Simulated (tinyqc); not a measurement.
p-n diode with diffusion and depletion-layer recombination: two steps of the calculation.

Abrupt junction in the depletion approximation, low injection, full ionisation, neutral widths fixed, ohmic contact on the p side. Vj is the junction voltage; where a series resistance Rs is given, V = Vj + J Rs is the terminal voltage.

Inputs (values chosen for the exercise); band and dielectric values close to those of silicon: temperature T = 300 K; band gap Eg = 1.13 eV; conduction-band density of states at T Nc = 2.8e19 cm^-3; valence-band density of states at T Nv = 2.66e19 cm^-3; acceptor density Na = 2.3e16 cm^-3; donor density Nd = 1.5e17 cm^-3; electron mobility in the p side mun = 1100 cm^2/(V s); hole mobility in the n side mup = 270 cm^2/(V s); electron lifetime tn = 8e-8 s; hole lifetime tp = 5e-7 s; neutral width of the p side wp = 56 um; neutral width of the n side wn = 1.5 um; recombination velocity at the n contact Sp = 1e7 cm/s; series resistance Rs = 0.00013 ohm cm^2; terminal voltage V = 0.82 V.

Constants: q = 1.602176634e-19 C, kB = 1.380649e-23 J/K, Vt = kB T/q. Results are converted to the units shown.

Problem 1. Diffusion lengths and saturation currents. ni = sqrt(Nc Nv) exp(-Eg/(2 Vt)), Eg in volts; D = mu Vt; Ln = sqrt(Dn tn), Lp = sqrt(Dp tp); J0n = q ni^2 Dn coth(wp/Ln)/(Ln Na); J0p = (q ni^2 Dp/(Lp Nd)) (s + tanh(wn/Lp))/(1 + s tanh(wn/Lp)), s = Sp Lp/Dp.

Find: ni; Ln; Lp; J0n; J0p.

Solution 1.

ni = 8.7991e9 cm^-3
Ln = 15.083 um
Lp = 18.682 um
J0n = 1.0181e-11 A/cm^2
J0p = 3.8387e-12 A/cm^2

wp/Ln = 3.7 and wn/Lp = 0.080; electrons carry 72.6 % of the diffusion current.

Problem 2. New Vj. Diffusion current alone: J = J0 (exp(Vj/Vt) - 1), g = Vj + J Rs - V, g' = 1 + Rs J0 exp(Vj/Vt)/Vt, Vj(new) = Vj - g/g'.

Vj at the start = 0.82 V
J0 = J0n + J0p = 1.4019317e-11 A/cm^2

Give: J; g; g'; Vj after iteration 1.

Solution 2.

J = 835.84 A/cm^2
g = 0.10866 V
g' = 5.2031
Vj after iteration 1 = 0.79912 V

Computed by the program tinyqc: `OMP_NUM_THREADS=1 python tinyqc.py 2260046 2260047 out.jsonl`, one thread of a shared Intel Xeon 2.30GHz, about 0.01 s for the whole run.
